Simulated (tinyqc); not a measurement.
Lifetime against injection: carrier lifetime from Shockley-Read-Hall, radiative, Auger and surface recombination. Computed by tinyqc, a small Python program. Command: `OMP_NUM_THREADS=1 python tinyqc.py 3006302 3006303 out.jsonl lifetime walk`. One thread of a shared host (Intel(R) Xeon(R) Processor @ 2.30GHz), about 0.02 s of CPU time with the checks.

Energies are counted from the top of the valence band. Boltzmann statistics, full ionisation, and equal excess densities of electrons and holes.

Inputs (values chosen for the exercise, for a model semiconductor):
```
quantity                          value        unit
gap E_g                            1.61          eV
electron mass m_e                0.0654         m_0
valleys M_c                           1           -
hole mass m_h                     0.642         m_0
temperature T                       300           K
doping N                        2.7e+14       cm^-3
trap level E_t                    0.147          eV
trap density N_t                1.6e+13       cm^-3
electron cross-section sigma_n  6.4e-14        cm^2
hole cross-section sigma_p      3.6e-17        cm^2
radiative coefficient B         1.4e-10      cm^3/s
Auger coefficient C_n           5.9e-32      cm^6/s
Auger coefficient C_p           1.1e-30      cm^6/s
diffusion coefficient D              59      cm^2/s
surface velocity S                55000        cm/s
thickness W                         6.2  micrometre
```

Doping: p-type. Surface term: two equal surfaces.

Constants: m_0 = 9.1093837015e-31 kg; k_B = 1.380649e-23 J/K; h = 6.62607015e-34 J s; k_B = 8.617333262e-05 eV/K.

Method:
- N_c = 2 M_c (2 pi m_e k_B T/h^2)^(3/2) and N_v = 2 (2 pi m_h k_B T/h^2)^(3/2), masses in units of m_0.
- n_i = sqrt(N_c N_v) exp(-E_g/2 k_B T); majority density N/2 + sqrt(N^2/4 + n_i^2), minority density n_i^2 over it.
- v = sqrt(3 k_B T/m) with m_e or m_h; tau_n0 = 1/(sigma_n v_n N_t), tau_p0 = 1/(sigma_p v_p N_t); n1 = N_c exp(-(E_g - E_t)/k_B T), p1 = N_v exp(-E_t/k_B T).
- The slowest diffusion mode has x tan x = S W/(2 D) with 0 < x < pi/2 (bisection), and tau_s = W^2/(4 x^2 D). The common approximation is W/(2 S) + W^2/(pi^2 D).
- With n = n_0 + dn, p = p_0 + dn and U/dn = 1/tau: (n p - n_i^2)/dn = n_0 + p_0 + dn = s; 1/tau_SRH = s/[tau_p0 (n + n1) + tau_n0 (p + p1)]; 1/tau_rad = B s; 1/tau_Aug = (C_n n + C_p p) s; the rates add, with 1/tau_s.
- Rows stop below half the smaller effective density of states.

N_c = 4.19700e+17 cm^-3

N_v = 1.29085e+19 cm^-3

n_0 = 1.80152e-05 cm^-3

p_0 = 2.70e+14 cm^-3

tau_p0 = 1.19104e-04 s

n1 = 1.11076e-07 cm^-3

tau_n0 = 2.13831e-08 s

p1 = 4.37908e+16 cm^-3

tau_s = 6.18907e-09 s

Lifetimes (s):
```
dn (cm^-3)         SRH   radiative       Auger   effective  radiative efficiency  fastest channel
1.00e+10    3.4938e-06  2.6454e-05  1.2469e+01  6.1767e-09            2.3349e-04          surface
1.00e+11    3.5323e-06  2.6445e-05  1.2461e+01  6.1768e-09            2.3357e-04          surface
1.00e+12    3.9162e-06  2.6357e-05  1.2376e+01  6.1779e-09            2.3439e-04          surface
1.00e+13    7.6193e-06  2.5510e-05  1.1573e+01  6.1826e-09            2.4236e-04          surface
1.00e+14    3.4742e-05  1.9305e-05  6.5457e+00  6.1860e-09            3.2043e-04          surface
1.00e+15    9.4541e-05  5.6243e-06  5.4080e-01  6.1819e-09            1.0991e-03          surface
1.00e+16    1.1609e-04  6.9551e-07  8.1914e-03  6.1342e-09            8.8197e-03          surface
1.00e+17    1.1881e-04  7.1236e-08  8.5829e-05  5.6937e-09            7.9927e-02          surface
```

What follows from these numbers?

tau_SRH goes from 3.49e-6 s at low injection (163 times the minority capture time) to 1.19e-4 s in the last row; at high injection it tends to tau_n0 + tau_p0 = 1.19e-4 s. Ruling channel by row: surface from 1e10 cm^-3.
